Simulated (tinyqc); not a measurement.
What moves the results: two-band tight binding of a puckered layer. A value that a table varies takes the place of the one given here.

With X = kx ax/2 and Y = ky ay/2: h = t2 + 2 cos(Y) (t1 exp(iX) + t3 exp(-iX)) + t5 exp(2iX), d = 4 t4 cos(X) cos(Y), H = [[d, h], [h*, d]], E = d -/+ |h|.

Constants: hbar^2/2m0 = 3.80998211 eV angstrom^2.

Parameters, chosen for this exercise (near a published set for monolayer black phosphorus; not measured data):
- ax = 4.56 angstrom (period along x (armchair))
- ay = 3.29 angstrom (period along y (zigzag))
- t1 = -1.204 eV (along the zigzag)
- t2 = 3.643 eV (across the pucker)
- t3 = -0.213 eV (second in the sheet)
- t4 = -0.096 eV (same sublattice)
- t5 = -0.05 eV (far across)

## Mass and optical strength against direction

masses (m0):
```
                x        y
electron  0.16057  0.87505
hole      0.17532  1.14936
```

chi = -4.74696 eV angstrom

Angle from x. 1/m(theta) = cos^2/mx + sin^2/my. Near Gamma only x-polarised light couples the bands, with strength chi^2 cos^2(theta), chi = ax (t1 - t3 + t5) = d Im(h)/dkx; the positions of the atoms inside the cell, which would change this dipole but not the masses, are left out. The last column is the transition energy at |k| = 0.1 1/angstrom from the full bands, less the gap.

Against angle:
```
theta (deg)  m_e (m0)  m_h (m0)  strength (eV^2 angstrom^2)  rise of the transition (eV)
0               0.161     0.175                       22.53                       0.4027
15              0.170     0.186                       21.02                       0.3823
30              0.202     0.222                       16.90                       0.3258
45              0.271     0.304                       11.27                       0.2461
60              0.414     0.481                        5.63                       0.1632
75              0.674     0.838                        1.51                       0.1001
85              0.846     1.103                        0.17                       0.0792
90              0.875     1.149                        0.00                       0.0765
```

The light-mass direction rules: at 45 degrees the electron mass is still 0.271, 1.69 times the value along x, against 5.4 times at 90 degrees. At |k| = 0.1 the transition has risen 5.3 times as much along x as along y.

## Closing the gap

t2 is lowered; h0 = t2 + 2 t1 + 2 t3 + t5, c = hbar^2/2m0. For h0 > 0 the gap is 2 h0 at Gamma. For h0 < 0 the bands touch at kx = 0, cos(Y) = -(t2 + t5)/(2 (t1 + t3)).

Against t2:
```
t2 (eV)  h0 (eV)  gap (eV)  electron mass along x (m0)  ky of the nodes (1/angstrom)
3.8        0.916     1.832                      0.1799                             -
3.6        0.716     1.432                      0.1548                             -
3.4        0.516     1.032                      0.1240                             -
3.2        0.316     0.632                      0.0855                             -
3.0        0.116     0.232                      0.0359                             -
2.8       -0.084     0.000                           -                        0.1484
2.6       -0.284     0.000                           -                        0.2745
2.4       -0.484     0.000                           -                        0.3605
```

The gap closes at t2 = 2.884 eV. On the way the mass along x falls with the gap and tends to 2 c h0/chi^2 as it closes, while that along y stays. Beyond it two Dirac nodes move apart along the zigzag direction, to ky = +/-0.361 1/angstrom in the last row. The mass formula is c/(ex + gx + chi^2/(2 h0)) with chi = ax (t1 - t3 + t5), gx = -ax^2 ((t1 + t3)/4 + t5/2), ex = -t4 ax^2/2.

## What each parameter does

Gap at Gamma and masses m/m0 = c q^2/|E(q) - E(0)| with q = 0.001 1/angstrom, c = hbar^2/2m0. Each row changes one parameter from the base and keeps the others.

Results:
```
case                 gap (eV)   m_e x   m_h x  m_e y  m_h y
base                   1.5180  0.1606  0.1753  0.875  1.149
t1 = -1.174 eV         1.6380  0.1755  0.1933  0.892  1.178
t2 = 3.673 eV          1.5780  0.1645  0.1800  0.875  1.149
t3 = -0.183 eV         1.6380  0.1636  0.1789  0.892  1.178
t4 = -0.066 eV         1.5180  0.1627  0.1728  0.909  1.096
t5 = -0.02 eV          1.5780  0.1729  0.1901  0.875  1.149
ax = 4.697 angstrom    1.5180  0.1513  0.1652  0.875  1.149
```

The largest shifts from the base row, up to three for each result and ties (the steps differ in size, so this ranks the rows, not the parameters). gap (eV): t1 +0.1200, t3 +0.1200, t2 +0.0600, t5 +0.0600; unchanged at the printed digits by t4 and ax. m_e x: t1 +0.0150, t5 +0.0123, ax -0.0092. m_h x: t1 +0.0180, t5 +0.0148, ax -0.0101. m_e y: t4 +0.034, t1 +0.017, t3 +0.017; unchanged at the printed digits by t2, t5 and ax. m_h y: t4 -0.054, t1 +0.029, t3 +0.029; unchanged at the printed digits by t2, t5 and ax.

Program tinyqc; command `OMP_NUM_THREADS=1 python tinyqc.py 1482705 1482706 out.jsonl`; about 0.01 s on one thread of a shared Intel(R) Xeon(R) Processor @ 2.30GHz.
